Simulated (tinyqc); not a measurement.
Grain-boundary trapping model (Seto) of a polycrystalline semiconductor film: one step, computed by the program tinyqc. Command: `OMP_NUM_THREADS=1 python tinyqc.py 3000270 3000271 out.jsonl poly walk`. One thread of a shared host (Intel(R) Xeon(R) Processor @ 2.30GHz), about 0.01 s of CPU time with the checks.

Grains of equal size L are joined by thin boundaries with one trap level. Trapped carriers deplete a width W on each side and raise a barrier, crossed by thermionic emission. Dopants are fully ionised, statistics are non-degenerate and mu_g does not depend on T.

Task: Activation energy. N_c(T) = N_c (T/300 K)^(3/2). Filled traps Q = Q_t/(1 + (1/2) exp((E_t* - E_F)/k_B T)), where E_t* = e V_B - E_t and E_F are counted from the band edge at the grain centre. Partial depletion: Q = 2 N W, V_B = e N W^2/(2 eps eps_0), E_F = k_B T ln(N/N_c); solve for W. If that W would exceed L/2 the grain is fully depleted: W = L/2, Q = N L, and E_F follows from the trap equation. Centre density n_0 = N_c exp(E_F/k_B T). Boundary: sigma_b = L e^2 n_0 exp(-e V_B/k_B T)/sqrt(2 pi m k_B T); rho = 1/sigma_b. Mean carrier density n_av = n_0 [(1 - 2W/L) + (2W/L) (sqrt(pi)/2) erf(y)/y], y = sqrt(e V_B/k_B T); effective mobility 1/(e n_av rho). E_a = d ln(rho)/d(1/k_B T) from T - 5 K and T + 5 K; temperature coefficient d ln(rho)/dT.

Inputs (values chosen for the exercise, modelled on polycrystalline silicon):
```
quantity                                     value    unit
permittivity eps                              11.7       -
effective mass m                              0.41     m_0
effective density of states at 300 K, N_c  2.1e+19  1/cm^3
grain size L                                   260      nm
trap density Q_t                           5.7e+12  1/cm^2
trap level E_t below the band edge            0.37      eV
doping N                                   4.2e+16  1/cm^3
temperature T                                  200       K
```

Grain interior: neglected.

Constants: k_B = 8.617333262e-05 eV/K; e = 1.602176634e-19 C; eps_0 = 8.8541878128e-12 F/m; m_0 = 9.1093837015e-31 kg; k_B = 1.380649e-23 J/K.

Give: activation energy E_a; temperature coefficient.

Result:

activation energy E_a = 0.38475 eV

temperature coefficient = -11.169 %/K
